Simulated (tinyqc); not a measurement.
From results back to parameters: coherent potential approximation for a binary alloy with a semi-elliptic band. Five cases, with inputs chosen for the exercise.

Problem. With levels eA = -x d and eB = (1 - x) d on a semi-elliptic band of half width W, the alloy density has second moment W^2/4 + x (1 - x) d^2 and third moment x (1 - x)(1 - 2x) d^3 about its centre (exact, and kept by the CPA). The moments below come from hidden x and d > 0.

Find: d; x.

Method. v = m2 - W^2/4 = x (1 - x) d^2 and u = m3/v = (1 - 2x) d; then d^2 = u^2 + 4v and x = (1 - u/d)/2.

Case 1.

Values chosen: W = 1.2 eV (half width of the pure band).
second moment = 0.420919 eV^2
third moment = 0.017362 eV^3

Solution.

d = 0.57 eV
x = 0.25

Case 2.

Values chosen: W = 3.2 eV (half width of the pure band).
second moment = 6.555241 eV^2
third moment = 4.300477 eV^3

Solution.

d = 4.14 eV
x = 0.37

Case 3.

Values chosen: W = 2.3 eV (half width of the pure band).
second moment = 3.371176 eV^2
third moment = 0.950586 eV^3

Solution.

d = 2.90 eV
x = 0.42

Case 4.

Values chosen: W = 4.2 eV (half width of the pure band).
second moment = 6.386128 eV^2
third moment = 6.112560 eV^3

Solution.

d = 4.18 eV
x = 0.13

Case 5.

Values chosen: W = 2.1 eV (half width of the pure band).
second moment = 1.636213 eV^2
third moment = 0.360897 eV^3

Solution.

d = 1.61 eV
x = 0.29

Computed by tinyqc, one run a case: `OMP_NUM_THREADS=1 python tinyqc.py N N+1 out.jsonl` with N = 1452192, 1452328, 1452347, 1452641, 1452773; one thread of a shared Intel(R) Xeon(R) Processor @ 2.30GHz, about 0.01 s a run at most.
